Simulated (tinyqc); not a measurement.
## Circuit elements from the admittance matrix

Question. Y belongs to a common-source circuit with y11 = i w (Cgs + Cgd), y12 = -i w Cgd, y21 = gm - i w Cgd, y22 = gds + i w (Cgd + Cd) and a resistance Rg in series with the gate; w = 2 pi f. Find Rg, Cgs + Cgd, Cgd, gm, gds and Cd.

Inputs (values chosen for the exercise):
```
symbol  value  unit           meaning
f           5   GHz  signal frequency
```

Y with Rg (mS):
```
                          1                          2
1  0.005406621+0.261122850i  -0.001040315-0.050243942i
2  1.395363869-0.079156877i   0.092517548+0.113944083i
```

Answer. 1/Y11 = Rg + 1/(i w (Cgs + Cgd)) gives Rg; removing it from Z11 returns the inner y, whose parts are read off.

Rg = 79.3 ohm
Cgs + Cgd = 8.32 fF
Cgd = 1.60 fF
gm = 1.40 mS
gds = 0.0922 mS
Cd = 1.85 fF

Computed by the program tinyqc: `OMP_NUM_THREADS=1 python tinyqc.py 2150065 2150066 out.jsonl`, one thread of a shared Intel Xeon 2.30GHz, about 0.01 s for the whole run.
